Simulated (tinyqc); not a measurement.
# Changing the volume V0 of phase 2

Model: pressure-driven transition between two phases with analytic equations of state. Computed by tinyqc, a small Python program. Command: `OMP_NUM_THREADS=1 python tinyqc.py 3016015 3016016 out.jsonl transition sweep`. One thread of a shared host (Intel(R) Xeon(R) Processor @ 2.30GHz), about 0.02 s of CPU time with the checks.

Each phase obeys E = E0 + (9 B0 V0/h^2) {1 + [h (1 - x) - 1] exp(h (1 - x))}, P = 3 B0 (1 - x) x^-2 exp(h (1 - x)), x = (V/V0)^(1/3), h = (3/2)(B' - 1); E0 = 0 for phase 1 and Delta E0 for phase 2. H = E + P V.

Inputs (values chosen for the exercise, for two model phases):

| quantity | value | unit |
|---|---|---|
| volume V0 of phase 1 | 17.1 | angstrom^3/atom |
| B0 of phase 1 | 36.7 | GPa |
| B' of phase 1 | 4.09 | - |
| B0 of phase 2 | 44.8 | GPa |
| B' of phase 2 | 4.37 | - |
| energy of phase 2 above phase 1, Delta E0 | 0.011 | eV/atom |

Equation of state: Vinet.

Constants: 1 eV/angstrom^3 = 160.2176634 GPa.

Method. If neither phase were compressed, P = Delta E0/(V0 of phase 1 - V0 of phase 2). Start from P = Delta E0/(V0 of phase 1 - V0 of phase 2); at each P solve P(V) = P for both phases and step P(new) = P - (H_2 - H_1)/(V_2 - V_1); stop when |H_2 - H_1| < 1e-10 eV. At the zero-temperature transition the volume change is V_2/V_1 - 1 and the work is P (V_1 - V_2).

One run for each value:

| volume V0 of phase 2 (angstrom^3/atom) | transition pressure (GPa) | rigid estimate (GPa) | volume change (%) |
|---|---|---|---|
| 12.0 | 0.348 | 0.346 | -29.71 |
| 12.5 | 0.386 | 0.383 | -26.77 |
| 13.1 | 0.445 | 0.441 | -23.23 |
| 13.7 | 0.525 | 0.518 | -19.68 |
| 14.3 | 0.640 | 0.629 | -16.12 |
| 14.9 | 0.821 | 0.801 | -12.54 |
| 15.4 | 1.076 | 1.037 | -9.50 |
| 16.0 | 1.736 | 1.602 | -5.73 |
| 16.6 | 5.993 | 3.525 | -0.94 |

Over the rows, transition pressure (GPa) rises from 0.348 to 5.99 (exponent d ln y / d ln x 2.6 between the first rows and 34 between the last); rigid estimate (GPa) rises from 0.346 to 3.52 (exponent d ln y / d ln x 2.5 between the first rows and 21 between the last); volume change (%) rises from -29.7 to -0.943 (exponent d ln y / d ln x -2.6 between the first rows and -49 between the last). The smaller the volume gain, the more pressure is needed to pay Delta E0.
